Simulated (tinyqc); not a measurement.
Slater-Koster d bands of an fcc metal: one step. Second moment and the rectangular band. Three cases, with inputs chosen for the exercise.

Problem. mu2 = z (dds^2 + 2 ddp^2 + 2 ddd^2)/5 per orbital, with z = 12. A rectangular band with the same mu2 has width W = sqrt(12 mu2), Fermi level W (Nd/10 - 1/2) and bond energy -W Nd (10 - Nd)/20 (Friedel).

Case 1.

Values chosen (of the size met in Co; the results hold for these values, not for the real material): dds = -0.52 eV (dd sigma); ddp = 0.276 eV (dd pi); ddd = -0.026 eV (dd delta); Nd = 7 (d electrons per atom).

Case 2.

Values chosen (of the size met in Ru; the results hold for these values, not for the real material): dds = -1.077 eV (dd sigma); ddp = 0.614 eV (dd pi); ddd = -0.151 eV (dd delta); Nd = 6 (d electrons per atom).

Case 3.

Values chosen (of the size met in Ru; the results hold for these values, not for the real material): dds = -1.021 eV (dd sigma); ddp = 0.674 eV (dd pi); ddd = -0.143 eV (dd delta); Nd = 7 (d electrons per atom).

Give: mu2; W; Fermi level; bond energy per atom.

Solution.

Case 1.

mu2 = 1.0178 eV^2
W = 3.4949 eV
Fermi level = 0.6990 eV
bond energy per atom = -3.6696 eV

Case 2.

mu2 = 4.7029 eV^2
W = 7.5123 eV
Fermi level = 0.7512 eV
bond energy per atom = -9.0147 eV

Case 3.

mu2 = 4.7805 eV^2
W = 7.5741 eV
Fermi level = 1.5148 eV
bond energy per atom = -7.9528 eV

The bond energy is the attractive part alone; the repulsion between atoms, left out, cancels a large share of it in the cohesive energy.

Computed by tinyqc, one run a case: `OMP_NUM_THREADS=1 python tinyqc.py N N+1 out.jsonl` with N = 1480643, 1480788, 1480902; one thread of a shared Intel(R) Xeon(R) Processor @ 2.30GHz, about 0.07 s a run at most.
